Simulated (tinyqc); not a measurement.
Comparisons within one model: heavy doping: gap narrowing, degeneracy and the minority density. A value that a table varies takes the place of the one given here.

F_j(eta) = (1/Gamma(j + 1)) integral_0^infinity x^j dx/(1 + exp(x - eta)), which tends to exp(eta) for eta << 0.

Empirical narrowing (Slotboom form, constants chosen for the exercise; published fits of this form give the apparent narrowing, here it is taken as the true one): dEg = E0 [ln(N/N0) + sqrt(ln(N/N0)^2 + C)].

Majority: N = Nc F_1/2(eta), eta the distance of EF beyond the majority band edge in kT. Degeneracy factor gam = F_1/2(eta)/exp(eta). ni0^2 = Nc Nv exp(-Eg/kT); product n p = ni0^2 gam exp(dEg/kT), dEg the true narrowing; apparent narrowing dEa = dEg + kT ln gam; minority density = n p/N.

Bipolar transistor with N as emitter doping: beta = K (N/NB) exp((dEa_B + dG - dEa_E)/kT), dEa_E = dEg(N) + kT ln gam, dEa_B = dEg(NB). For the sweep in T, Nc is scaled as (T/T0)^(3/2) from its value at T0 = T.

Constants: kB = 8.617333262e-05 eV/K.

Inputs chosen for the exercise (gap and densities of states near those of Si at this temperature; narrowing constants near the fits for Si; shifted at random, so the results belong to these values and not to a real crystal):

| symbol | value | unit | meaning |
|---|---|---|---|
| Eg | 1.075 | eV | gap |
| Nc | 4.82e+19 | 1/cm^3 | conduction-band density of states |
| Nv | 2.24e+19 | 1/cm^3 | valence-band density of states |
| T | 450 | K |  |
| E0 | 6.34 | meV | narrowing scale |
| N0 | 1.3e+17 | 1/cm^3 | onset density |
| C | 0.5 |  | smoothing constant |
| N | 2.2e+18 | 1/cm^3 | ionised donors, equal to the majority density |
| NB | 4e+17 | 1/cm^3 | base doping |
| K | 3.1 |  | ratio (D_B W_E)/(D_E W_B) |
| dG | 0 | meV | extra narrowing of the base by alloying |

## Narrowing against degeneracy

N takes the values listed; the last column is N over the factor gam exp(dEg/kT), the doping that a simple model would need to give the same minority density.

Results:

| N (1/cm^3) | eta | gam | dEg (meV) | dEa (meV) | minority (1/cm^3) | effective doping (1/cm^3) |
|---|---|---|---|---|---|---|
| 1.0e+17 | -6.18 | 0.999 | 3.1 | 3.1 | 1.07e+10 | 9.23e+16 |
| 5.0e+17 | -4.56 | 0.996 | 18.2 | 18.0 | 3.14e+09 | 3.14e+17 |
| 1.0e+18 | -3.87 | 0.993 | 26.6 | 26.3 | 1.94e+09 | 5.07e+17 |
| 5.0e+18 | -2.23 | 0.964 | 46.7 | 45.3 | 6.34e+08 | 1.56e+18 |
| 1.0e+19 | -1.50 | 0.929 | 55.4 | 52.6 | 3.83e+08 | 2.58e+18 |
| 5.0e+19 | 0.40 | 0.697 | 75.7 | 61.7 | 9.68e+07 | 1.02e+19 |
| 1.0e+20 | 1.44 | 0.490 | 84.5 | 56.8 | 4.27e+07 | 2.31e+19 |
| 4.0e+20 | 4.78 | 0.0699 | 102.0 | -1.1 | 2.39e+06 | 4.12e+20 |
| 1.0e+21 | 9.04 | 0.00247 | 113.6 | -119.2 | 4.56e+04 | 2.16e+22 |

dEg grows steadily to 113.6 meV, while the apparent value peaks at 61.7 meV for N = 5e+19 and falls to -119.2 meV as the Fermi level enters the band (a negative value is not met in measurements: parabolic bands with a fixed mass overstate the filling). N grows by a factor 50 from the third to the sixth row and the effective doping by 20.1.

## Current gain against temperature

Gain:

| T (K) | beta | beta with dG = 0 | without narrowing |
|---|---|---|---|
| 150 | 3.69 | 3.69 | 17.1 |
| 200 | 5.36 | 5.36 | 17.1 |
| 250 | 6.73 | 6.73 | 17.1 |
| 300 | 7.83 | 7.83 | 17.1 |
| 350 | 8.74 | 8.74 | 17.1 |
| 400 | 9.49 | 9.49 | 17.1 |
| 450 | 10.1 | 10.1 | 17.1 |

dEa_B + dG - dEa_E at T0 = -20.2 meV

beta is 3.69 at 150 K and 10.1 at 450 K, since the net exponent is negative: the emitter has the larger apparent narrowing. At 300 K narrowing and degeneracy change the gain by a factor 0.459.

## What moves the minority density and the gain

All results formed anew. Each row changes one parameter from the base and keeps the others.

Results:

| case | dEg (meV) | dEa (meV) | minority (1/cm^3) | beta |
|---|---|---|---|---|
| base | 36.42 | 35.79 | 1.13e+09 | 10.1 |
| N = 4.4e+18 1/cm^3 | 45.10 | 43.85 | 6.94e+08 | 16.4 |
| E0 = 7.608 meV | 43.70 | 43.08 | 1.36e+09 | 9.08 |
| N0 = 2.6e+17 1/cm^3 | 27.80 | 27.18 | 9.03e+08 | 10.4 |
| Eg = 1.095 eV | 36.42 | 35.79 | 6.73e+08 | 10.1 |
| Nc = 6.27e+19 1/cm^3 | 36.42 | 35.94 | 1.47e+09 | 10.1 |
| NB = 8e+17 1/cm^3 | 36.42 | 35.79 | 1.13e+09 | 6.27 |

The largest shifts from the base row, up to three for each result and ties (the steps differ in size, so this ranks the rows, not the parameters). dEg (meV): N +8.68, N0 -8.62, E0 +7.28; unchanged at the printed digits by Eg, Nc and NB. dEa (meV): N0 -8.62, N +8.06, E0 +7.28; unchanged at the printed digits by Eg and NB. minority (1/cm^3): Eg -4.54e+08, N -4.34e+08, Nc +3.45e+08; unchanged at the printed digits by NB. beta: N +6.32, NB -3.84, E0 -1.03; unchanged at the printed digits by Eg and Nc.

Run: tinyqc, `OMP_NUM_THREADS=1 python tinyqc.py 1651419 1651420 out.jsonl`; Intel(R) Xeon(R) Processor @ 2.30GHz, one thread, shared host; about 0.02 s of CPU time with all checks.
